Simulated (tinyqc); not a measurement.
Several materials: averaged masses of warped heavy- and light-hole bands.

Four-band hole energies E = c k^2 f(u), c = hbar^2/2m0, f = g1 -/+ 2 sqrt(g2^2 + 3 (g3^2 - g2^2) s), s = ux^2 uy^2 + uy^2 uz^2 + uz^2 ux^2 for the unit vector u; minus for heavy, plus for light holes; the mass along u is 1/f.

Grid: n x n midpoints in cos(theta) from 0 to 1 and phi from 0 to pi/2, equal weights. m_d = <f^(-3/2)>^(2/3). Conductivity mass for one scattering time: 1/m_c = <|w|^2 f^(-5/2)>/<f^(-3/2)> with w = grad_k(k^2 f)/(2 k), that is |w|^2 = f^2 + |angular gradient of f|^2/4.

The inputs are values chosen for the exercise; n = 40; delta = (g3 - g2)/g1.

Results:
```
case            g1    g2    g3  m_d heavy  m_c heavy  m_d light  delta
A near Ge    13.32  4.24  5.69      0.354      0.279     0.0424  0.109
B near InAs  19.95  8.51  9.13      0.471      0.429     0.0265  0.031
C near GaAs   7.00  2.05  2.94      0.606      0.470     0.0820  0.127
D near GaP    4.05  0.49  1.24      0.502      0.442     0.1666  0.185
E near InP    5.11  1.59  2.09      0.800      0.683     0.1123  0.098
F near GaSb  13.47  4.73  6.01      0.450      0.337     0.0408  0.095
```

Heavy masses span a factor of 2.3 and light ones 6.3: the coupling to the conduction band adds to g1, 2 g2 and 2 g3 alike, so it cancels for heavy holes and doubles for light ones. The ratio m_c/m_d of the heavy holes is lowest for F (0.75); delta is largest for D; the heavy band feels the warping rather through (g3 - g2)/(g1 - 2 g3), which runs from 0.37 to 0.88 here and is 0.88 for the case with the lowest ratio.

Run: tinyqc, `OMP_NUM_THREADS=1 python tinyqc.py 1051503 1051504 out.jsonl`; Intel(R) Xeon(R) Processor @ 2.30GHz, one thread, shared host; about 0.03 s of CPU time with all checks.
